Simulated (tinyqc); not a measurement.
Conduction-band offset of an n-N heterojunction from carrier-profile moments: two steps of the calculation.

Layer 1 (x < 0) accumulates electrons and layer 2 (x > 0) is depleted. Boltzmann statistics. The bands bend down by V1 in layer 1 and up by V2 in layer 2, with V1 + V2 = VD = dE + Vt ln[(N2/Nc2)/(N1/Nc1)].

Values chosen for this exercise; values of the order of III-V alloys:
- T = 300 K (temperature)
- eps_r = 11.6 (relative permittivity of both layers)
- Nc1 = 2.8e17 cm^-3 (density of states of the narrow-gap layer 1)
- Nc2 = 5.4e17 cm^-3 (density of states of the wide-gap layer 2)
- dE = 0.23 eV (conduction-band offset)
- N1 = 6.7e15 cm^-3 (donor density in layer 1)
- N2 = 2.5e16 cm^-3 (donor density in layer 2)
- si = 0 cm^-2 (fixed charge at the interface)

Constants: q = 1.602176634e-19 C, kB = 1.380649e-23 J/K, Vt = kB T/q, eps0 = 8.8541878128e-14 F/cm where lengths are in cm. Results are converted to the units shown.

Problem 1. Division of the diffusion potential. Sheet densities from the first integral: Q1 = sqrt((2 eps0 eps_r Vt N1/q)(exp(u1) - u1 - 1)) extra electrons, Q2 = sqrt((2 eps0 eps_r Vt N2/q)(exp(-u2) + u2 - 1)) missing ones, u = V/Vt; neutrality Q1 = Q2 + si. Q1 - Q2 rises steadily with V1, so V1 follows by bisection.

Wanted: VD; V1; V2; Q1; n at x = 0-; n at x = 0+.

Solution 1.

VD = 0.24706 V
V1 = 0.082404 V
V2 = 0.16466 V
Q1 = 2.1096e11 cm^-2
n at x = 0- = 1.6233e17 cm^-3
n at x = 0+ = 4.2836e13 cm^-3

n drops across the interface by 3790 = (Nc1/Nc2) exp(dE/Vt).

Problem 2. Offset from the moments. A C-V profile smears n(x) but keeps its zeroth and first moments: si = -int (N - n) dx, VD = (q/(eps0 eps_r)) int (N - n) x dx, dE = VD - Vt ln[(N2/Nc2)/(N1/Nc1)]. Use the trapezoidal rule on each side.

-x, left point 0 to 9 (nm): [0, 1.15, 6.97, 20, 42.3, 75.5, 121, 181, 256, 348]
x, right point 0 to 9 (nm): [0, 15.2, 37.4, 63.4, 92.2, 123, 156, 191, 227, 265]
n in layer 1, left point 0 to 9 (cm^-3): [1.62331e17, 1.41056e17, 7.96869e16, 3.56883e16, 1.72893e16, 1.04812e16, 7.95095e15, 7.04498e15, 6.77439e15, 6.71163e15]
n in layer 2, right point 0 to 9 (cm^-3): [4.28358e13, 2.49292e14, 1.76308e15, 7.37341e15, 1.58899e16, 2.16419e16, 2.40021e16, 2.47385e16, 2.49351e16, 2.49851e16]

Find: si; VD; dE.

Solution 2.

si = 1.764e10 cm^-2
VD = 0.2460 V
dE = 0.2289 eV

On these few points dE comes out -1.1 meV from the true 0.23 eV, and si misses by 1.8e10 cm^-2, 8.4 % of Q1.

Computed by the program tinyqc: `OMP_NUM_THREADS=1 python tinyqc.py 2410096 2410097 out.jsonl`, one thread of a shared Intel Xeon 2.30GHz, about 0.07 s for the whole run.
